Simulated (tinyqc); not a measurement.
# Cell-based percolation model of oxide breakdown: two studies

The oxide, of thickness n a, is cut into cubic cells. A cell is defective with the chance l = 1 - exp(-a^3 N), N = N1 (t/1 s)^al. A column of n defective cells breaks the oxide down, and the area holds M = A/a^2 independent columns: 1 - F = (1 - l^n)^M.

Inputs (values chosen for the exercise): edge of a cell a = 1.4 nm; cells across the oxide n = 4; area A = 0.069 um^2; exponent of defect growth al = 0.34; defect density after 1 s N1 = 2.7e18 cm^-3.

Each table varies one quantity; the others keep the values above.

## Effect of the thickness

At F = 1 - 1/e: l_c = (1 - exp(-1/M))^(1/n), N_bd = -ln(1 - l_c)/a^3, t63 = (N_bd/N1)^(1/al). W = ln(-ln(1 - F)); for small l, W = ln M + n ln(a^3 N), so the Weibull slope is n al.

Results:
```
n       l_c  N_bd (cm^-3)   t63 (s)  slope at t63
1  2.841e-5      1.035e16  7.818e-8        0.3400
2  0.005330      1.947e18    0.3825        0.6782
3   0.03051      1.129e19     67.26         1.004
5    0.1232      4.792e19      4721         1.591
6    0.1747      6.996e19   1.437e4         1.850
7    0.2241      9.248e19   3.264e4         2.091
8    0.2702      1.148e20   6.163e4         2.314
9    0.3125      1.365e20   1.027e5         2.523
```

Estimate the missing row, n = 4.

Computed row:
```
n      l_c  N_bd (cm^-3)  t63 (s)  slope at t63
4  0.07300      2.763e19    934.3         1.309
```

With this row back in the table: N_bd rises from 1.04e16 to 1.37e20 cm^-3 and the slope rises from 0.340 to 2.52, against n al = 0.340 to 3.06. A thin oxide needs few defects in a row, so it breaks at a lower density and with a wider spread; at n = 1 one defect suffices. For n = 1 t63 is under a microsecond, a formal extension of the power law of defect growth.

## Effect of the area

Same model as above.

Results:
```
A (um^2)       l_c  N_bd (cm^-3)   t63 (s)  slope at t63
0.0014      0.1934      7.833e19   2.003e4         1.220
0.023      0.09608      3.681e19      2173         1.293
0.38       0.04766      1.779e19     256.2         1.327
6.4        0.02352      8.675e18     30.97         1.344
1800      0.005744      2.099e18    0.4772         1.356
31000     0.002820      1.029e18   0.05860         1.358
5.1e5     0.001400      5.106e17  0.007460         1.359
8.6e6     6.909e-4      2.519e17  9.335e-4         1.360
```

Estimate the missing row, A = 110 um^2.

Computed row:
```
A (um^2)      l_c  N_bd (cm^-3)  t63 (s)  slope at t63
110       0.01155      4.235e18    3.758         1.352
```

With this row back in the table: t63 falls from 20000 to 9.34e-4 s, as A^(-0.79) between the first two rows and A^(-0.74) between the last two, against -1/(n al) = -0.74; the slope at t63 rises from 1.22 to 1.36, nearer to n al where l_c is small.

Numbers from tinyqc (`OMP_NUM_THREADS=1 python tinyqc.py 2070002 2070003 out.jsonl`; about 0.01 s on one thread of a shared Intel Xeon 2.30GHz).
